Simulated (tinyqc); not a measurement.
Deep level with several charge states, and Shockley-Read-Hall recombination: one step. Recombination through one level. Four cases, with inputs chosen for the exercise.

Task: Evaluate each quantity.

One level at Et with degeneracy 1: tn = 1/(sn vth Nt), tp = 1/(sp_ vth Nt), n1 = Nc exp((Et - Eg)/kT), p1 = Nv exp(-Et/kT), ni^2 = n1 p1. Equilibrium p0 = Nm, n0 = ni^2/Nm; n = n0 + dn, p = p0 + dn. U = (n p - ni^2)/(tp (n + n1) + tn (p + p1)), lifetime dn/U; emission rates en = sn vth n1, ep = sp_ vth p1.

Constants: kB = 8.617333262e-05 eV/K.

Give: tn, tp; n1, p1; U; lifetime.

Case 1.

Values chosen (gap and densities of states near those of InP at this temperature; shifted at random, so the results belong to these values and not to a real crystal): Eg = 1.346 eV (gap); Nc = 6.94e+17 1/cm^3 (conduction-band density of states); Nv = 1.59e+19 1/cm^3 (valence-band density of states); T = 350 K; Et = 1.058 eV (recombination level above Ev); Nt = 5e+15 1/cm^3 (defects); sn = 1e-14 cm^2 (electron capture cross-section); sp_ = 2.1e-15 cm^2 (hole capture cross-section); vth = 22000000 cm/s (thermal velocity, both carriers); Nm = 5e+16 1/cm^3 (equilibrium holes for the lifetime steps); dn = 2.5e+12 1/cm^3 (excess pairs).

Result:

tn, tp (microsecond): 0.0009091  0.004329

n1, p1 (1/cm^3): 4.95e+13  9.27e+03

U = 2.74e+21 1/(cm^3 s)
lifetime = 0.000914 microsecond

The lifetime is 1.005 times the minority capture time tn and 0.174 times tn + tp, the limit of high injection.

Case 2.

Values chosen (gap and densities of states near those of Ge at this temperature; shifted at random, so the results belong to these values and not to a real crystal): Eg = 0.624 eV (gap); Nc = 1.66e+19 1/cm^3 (conduction-band density of states); Nv = 7.22e+18 1/cm^3 (valence-band density of states); T = 400 K; Et = 0.151 eV (recombination level above Ev); Nt = 2.2e+14 1/cm^3 (defects); sn = 1.5e-15 cm^2 (electron capture cross-section); sp_ = 5.8e-16 cm^2 (hole capture cross-section); vth = 16000000 cm/s (thermal velocity, both carriers); Nm = 2.2e+15 1/cm^3 (equilibrium holes for the lifetime steps); dn = 3.2e+16 1/cm^3 (excess pairs).

Result:

tn, tp (microsecond): 0.1894  0.4898

n1, p1 (1/cm^3): 1.82e+13  9.04e+16

U = 2.82e+22 1/(cm^3 s)
lifetime = 1.13 microsecond

The lifetime is 5.989 times the minority capture time tn and 1.67 times tn + tp, the limit of high injection.

Case 3.

Values chosen (gap and densities of states near those of SiC at this temperature; shifted at random, so the results belong to these values and not to a real crystal): Eg = 3.23 eV (gap); Nc = 2.83e+19 1/cm^3 (conduction-band density of states); Nv = 5.11e+19 1/cm^3 (valence-band density of states); T = 400 K; Et = 2.673 eV (recombination level above Ev); Nt = 6.4e+14 1/cm^3 (defects); sn = 2.6e-15 cm^2 (electron capture cross-section); sp_ = 1.1e-15 cm^2 (hole capture cross-section); vth = 16000000 cm/s (thermal velocity, both carriers); Nm = 6.3e+16 1/cm^3 (equilibrium holes for the lifetime steps); dn = 3.1e+13 1/cm^3 (excess pairs).

Result:

tn, tp (microsecond): 0.03756  0.08878

n1, p1 (1/cm^3): 2.72e+12  1.07e-14

U = 8.24e+20 1/(cm^3 s)
lifetime = 0.0376 microsecond

The lifetime is 1.001 times the minority capture time tn and 0.298 times tn + tp, the limit of high injection.

Case 4.

Values chosen (gap and densities of states near those of Si at this temperature; shifted at random, so the results belong to these values and not to a real crystal): Eg = 1.138 eV (gap); Nc = 2.08e+19 1/cm^3 (conduction-band density of states); Nv = 8.64e+18 1/cm^3 (valence-band density of states); T = 250 K; Et = 0.867 eV (recombination level above Ev); Nt = 9.3e+13 1/cm^3 (defects); sn = 4.1e-15 cm^2 (electron capture cross-section); sp_ = 6.9e-15 cm^2 (hole capture cross-section); vth = 17000000 cm/s (thermal velocity, both carriers); Nm = 2.4e+15 1/cm^3 (equilibrium holes for the lifetime steps); dn = 1.8e+15 1/cm^3 (excess pairs).

Result:

tn, tp (microsecond): 0.1543  0.09167

n1, p1 (1/cm^3): 7.16e+13  28.7

U = 9.23e+21 1/(cm^3 s)
lifetime = 0.195 microsecond

The lifetime is 1.265 times the minority capture time tn and 0.793 times tn + tp, the limit of high injection.

Computed by tinyqc, one run a case: `OMP_NUM_THREADS=1 python tinyqc.py N N+1 out.jsonl` with N = 1651971, 1652262, 1652277, 1652446; one thread of a shared Intel(R) Xeon(R) Processor @ 2.30GHz, about 0.01 s a run at most.
